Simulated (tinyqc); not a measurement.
From results back to parameters: image-charge renormalisation of a gap near a dielectric or metal. Two cases, with inputs chosen for the exercise.

Problem. A small molecule or defect in vacuum at height z above the image plane of a substrate has both its electron and hole levels stabilised by (e^2/4 pi eps0)(es - 1)/((es + 1) 4 z), so its gap shrinks by twice that. The reduced gap is given.

Constants: e^2/(4 pi eps0) = 14.39964547 eV angstrom.

Case 1.

Values chosen: E0 = 8.88 eV (quasiparticle gap far from the surface); es = 25 (dielectric constant of the substrate (1e4: a metal)).

gap near the surface = 7.21850 eV

Case 2.

Values chosen: E0 = 6.4 eV (quasiparticle gap far from the surface); es = 2.3 (dielectric constant of the substrate (1e4: a metal)).

gap near the surface = 6.08486 eV

Find: reduction; (es - 1)/(es + 1); z.

Solution. z = (e^2/4 pi eps0)(es - 1)/((es + 1) 2 x reduction). Local and hybrid functionals miss this shift, since it is a non-local correlation effect.

Case 1.

reduction = 1.6615 eV
(es - 1)/(es + 1) = 0.9231
z = 4.00 angstrom

Case 2.

reduction = 0.3151 eV
(es - 1)/(es + 1) = 0.3939
z = 9.00 angstrom

Computed by tinyqc, one run a case: `OMP_NUM_THREADS=1 python tinyqc.py N N+1 out.jsonl` with N = 1881269, 1881290; one thread of a shared Intel(R) Xeon(R) Processor @ 2.30GHz, about 0.02 s a run at most.
